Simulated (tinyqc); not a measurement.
# Changing the cluster binding energy E_b

Model: dopants and charged point defects at anneal temperature: Fermi-level effect, clustering and pairing. Computed by tinyqc, a small Python program. Command: `OMP_NUM_THREADS=1 python tinyqc.py 3027354 3027355 out.jsonl pairing sweep`. One thread of a shared host (Intel(R) Xeon(R) Processor @ 2.30GHz), about 0.03 s of CPU time with the checks.

Boltzmann statistics and full ionisation of active dopants. Energies are counted from the valence band; the defect (a vacancy or self-interstitial) has five charge states, with all degeneracy factors one.

Inputs (values chosen for the exercise, with bands modelled on GaAs):

| quantity | value | unit |
|---|---|---|
| gap at 0 K E_g0 | 1.53 | eV |
| Varshni alpha | 0.000539 | eV/K |
| Varshni beta | 208 | K |
| electron mass m_e | 0.0655 | m_0 |
| valleys M_c | 1 | - |
| hole mass m_h | 0.512 | m_0 |
| anneal temperature T | 1100 | K |
| total dopant density N | 2.7e+19 | cm^-3 |
| formation enthalpy of the neutral defect H_f | 2.92 | eV |
| formation entropy S_f | 6 | k_B |
| site density N_s | 3.9e+22 | cm^-3 |
| intrinsic dopant diffusivity D_i | 3.7e-17 | cm^2/s |
| anneal time t | 2000 | s |
| dopant atoms per cluster k | 4 | - |

Dopant: donor. Second part: clustering of the dopant.

defect levels as fractions of E_g(T): (2+/+), (+/0), (0/-), (-/2-): 0.091  0.21  0.42  0.89

Constants: m_0 = 9.1093837015e-31 kg; k_B = 1.380649e-23 J/K; h = 6.62607015e-34 J s; k_B = 8.617333262e-05 eV/K.

Method:
- E_g = E_g0 - alpha T^2/(T + beta).
- N_c = 2 M_c (2 pi m_e k_B T/h^2)^(3/2) and N_v = 2 (2 pi m_h k_B T/h^2)^(3/2), masses in units of m_0.
- n_i = sqrt(N_c N_v) exp(-E_g/2 k_B T); E_i = E_g/2 + (k_B T/2) ln(N_v/N_c).
- n = A/2 + sqrt(A^2/4 + n_i^2) for an active density A.
- k ionised dopants and k carriers form one neutral cluster: C = N_s (A/N_s)^k (n/N_b)^k exp(E_b/k_B T), N_b the effective density of states of the majority band, and N = A + k C (60 bisections in ln A between ln N - 90 and ln N).
- chi = n/n_i (for acceptors n_i/p); E_F = E_i + k_B T ln chi; field enhancement h = 1 + A/sqrt(A^2 + 4 n_i^2).
- C_0 = N_s exp(S_f/k_B) exp(-H_f/k_B T). Ratios to the neutral state at E_F = E_i: r_+ = exp((E(+/0) - E_i)/k_B T), r_2+ = r_+ exp((E(2+/+) - E_i)/k_B T), r_- = exp((E_i - E(0/-))/k_B T), r_2- = r_- exp((E_i - E(-/2-))/k_B T); at other E_F state q scales as chi^(-q). The enhancement is sum r_q chi^(-q)/sum r_q. The charge on the defects is left out of neutrality.
- If every charge state of the defect carries the dopant equally well, D = D_i x enhancement x h x (active share A/N, a rough stand-in that overstates the dA/dN which immobile clusters call for), D_i being an input held fixed when T or H_f is moved; diffusion length 2 sqrt(D t).

One run for each value:

| cluster binding energy E_b (eV) | active density A (cm^-3) | active share | D/D_i |
|---|---|---|---|
| 1.27 | 1.861e+19 | 0.6892 | 8.085e+03 |
| 1.68 | 1.168e+19 | 0.4327 | 2.055e+03 |
| 2.08 | 7.122e+18 | 0.2638 | 4.868e+02 |
| 2.48 | 4.274e+18 | 0.1583 | 1.130e+02 |
| 2.88 | 2.545e+18 | 0.0942 | 2.667e+01 |
| 3.28 | 1.509e+18 | 0.0559 | 6.557e+00 |
| 3.68 | 8.915e+17 | 0.0330 | 1.707e+00 |
| 4.08 | 5.248e+17 | 0.0194 | 4.726e-01 |

What does the table show?

Over the rows, active density A (cm^-3) falls from 1.86e19 to 5.25e17 (exponent d ln y / d ln x -1.7 between the first rows and -5.1 between the last); active share falls from 0.689 to 0.0194 (exponent d ln y / d ln x -1.7 between the first rows and -5.1 between the last); D/D_i falls from 8080 to 0.473 (exponent d ln y / d ln x -4.9 between the first rows and -12 between the last).

Caution (rows 1.27, 1.68, 2.08, 2.48): the carrier density exceeds the effective density of states, where Boltzmann statistics understate the shift of E_F and so the density of charged defects (gap narrowing, also left out, works the other way). Caution (rows 1.27, 1.68, 2.08): so large an enhancement assumes that highly charged defects carry the dopant as well as neutral ones; measured enhancements are far smaller.
